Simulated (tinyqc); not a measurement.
Hybridisation of the two arcs: two-node Weyl semimetal on a cubic lattice and its slab.

H = d.s with dx = t sin kx, dy = t sin ky, dz = m (2 - cos kx - cos ky) + M(kz), M = tz (cos k0 - cos kz), k in 1/a. Nodes at (0, 0, +/-k0). Berry curvature of the lower band along z: Omega = d.(dd/dkx x dd/dky)/(2|d|^3), in the sense curl of i<u|grad u>.

Slab of N layers along x with hard walls: layer block t sin(ky) sy + (m (2 - cos ky) + M(kz)) sz, block to the next layer t sx/(2i) - m sz/2.

Inputs chosen for the exercise: t = 0.43 eV (hopping in sx and sy); m = 1.44 eV (mass term); tz = 0.92 eV (hopping along z); k0 = 2.03 1/a (position of the nodes).

ky = 0, kz = 0; lowest positive level against the number of layers. On a half space the amplitudes are z1^n - z2^n with z the roots of (t + m) z^2/2 - (m + M) z + (m - t)/2 = 0.

Level:
```
N     E (eV)
3    0.09314
4     0.1983
5    0.06926
6    0.09093
8    0.04216
10   0.01895
12  0.007982
```

z1, z2: 0.0600+0.7325i  0.0600-0.7325i

The larger root has |z| = 0.7349, so the level should fall by about |z|^2 = 0.54 for two more layers; from 10 to 12 it changes by a factor 0.421. The roots are complex, so the fall carries an oscillation.

Program tinyqc; command `OMP_NUM_THREADS=1 python tinyqc.py 1450392 1450393 out.jsonl`; about 0.1 s on one thread of a shared Intel(R) Xeon(R) Processor @ 2.30GHz.
